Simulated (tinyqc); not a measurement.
## Scale length and length offset from two DIBL values

Inverse problem. DIBL = exp(-Le/(2 l)) + 2 exp(-Le/l) with Le = L - dL. Find l, dL and the drawn length for a DIBL of 100 mV/V.

DIBL at drawn lengths 30 and 52 nm (mV/V): 65.252783  6.5575672

Answer. With e = exp(-Le/(2 l)), 2 e^2 + e = DIBL gives e and so Le/l at each length; Le/l is a straight line in L with slope 1/l.

l = 5.000 nm
dL = 1.600 nm
length for 100 mV/V = 26.20 nm

Program tinyqc, `OMP_NUM_THREADS=1 python tinyqc.py 2002130 2002131 out.jsonl`; Intel Xeon 2.30GHz, shared host, one thread, about 0.01 s.
